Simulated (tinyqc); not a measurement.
# Ellipsometry and reflectance of a transparent film on an absorbing substrate: effects of single changes

Air (index 1), film, substrate with N2 = n2 - i k2; time factor exp(+i w t). q_j = sqrt(N_j^2 - sin^2 th), root with positive real part. Fresnel coefficients r_s = (q_a - q_b)/(q_a + q_b), r_p = (N_b^2 q_a - N_a^2 q_b)/(N_b^2 q_a + N_a^2 q_b). tan(Psi) exp(i Delta) = R_p/R_s, Delta taken from 0 to 360 degrees.

Inputs (values chosen for the exercise); indices close to those of silicon dioxide on silicon:
- lam = 632.8 nm (wavelength)
- th = 75 degrees (angle of incidence)
- n1 = 1.453 (index of the transparent film)
- d = 1.5 nm (film thickness)
- n2 = 3.882 (index of the substrate)
- k2 = 0.019 (extinction coefficient of the substrate)

Each table varies one quantity; the others keep the values above.

## Psi and Delta against the film thickness

beta = 2 pi d q1/lam, X = exp(-2 i beta), R = (r01 + r12 X)/(1 + r01 r12 X) for p and s. The last column is the derivative of Delta.

Results:
```
d (nm),Psi (degrees),Delta (degrees),|R_p|^2,|R_s|^2,dDelta/dd (degrees/nm)
0,1.215,172.9,3.417e-4,0.7590,-25.86
1,1.389,149.7,4.460e-4,0.7590,-19.93
2,1.722,133.3,6.857e-4,0.7589,-13.13
3,2.141,122.6,0.001061,0.7588,-8.666
5,3.093,110.2,0.002214,0.7584,-4.409
6,3.594,106.3,0.002991,0.7582,-3.392
7,4.103,103.3,0.003900,0.7579,-2.715
8,4.617,100.8,0.004940,0.7576,-2.246
```

Estimate the missing row, d = 4 nm.

Computed row:
```
d (nm),Psi (degrees),Delta (degrees),|R_p|^2,|R_s|^2,dDelta/dd (degrees/nm)
4,2.605,115.3,0.001570,0.7586,-6.014
```

With this row back in the table: Delta falls from 172.94 to 100.84 degrees while Psi moves from 1.215 to 4.617: Delta changes 21.2 times as much as Psi. With the slope of the first row an error of 0.01 degree in Delta means 3.9e-4 nm.

## Effect of the angle of incidence

Same model as above.

dDelta/dd is the derivative of Delta; period lam/(2 q1).

Results:
```
th (degrees),Psi (degrees),Delta (degrees),|R_p|^2,|R_s|^2,dDelta/dd (degrees/nm),period (nm)
50,31.51,179.0,0.1900,0.5054,-0.5559,256.3
55,27.87,178.7,0.1520,0.5437,-0.7461,263.6
60,23.38,178.2,0.1098,0.5876,-1.033,271.2
70,10.60,175.0,0.02433,0.6947,-2.840,285.5
75,1.541,140.6,5.489e-4,0.7589,-16.28,291.5
80,11.14,4.789,0.03223,0.8310,2.681,296.2
85,26.78,1.448,0.2322,0.9112,0.8154,299.1
```

Estimate the missing row, th = 65 degrees.

Computed row:
```
th (degrees),Psi (degrees),Delta (degrees),|R_p|^2,|R_s|^2,dDelta/dd (degrees/nm),period (nm)
65,17.77,177.3,0.06548,0.6377,-1.541,278.6
```

With this row back in the table: Psi goes from 31.5 through a minimum of 1.54 (at th = 75 among the rows listed) to 26.8 degrees and |R_p|^2 goes from 0.190 through a minimum of 5.49e-4 (at th = 75 among the rows listed) to 0.232. The slope of Delta is largest in size, 16.3 degrees/nm, at th = 75 among the rows. The bare substrate has its smallest |R_p| near arctan(n2) = 75.6 degrees.

Program tinyqc, `OMP_NUM_THREADS=1 python tinyqc.py 2870168 2870169 out.jsonl`; Intel Xeon 2.30GHz, shared host, one thread, about 0.01 s.
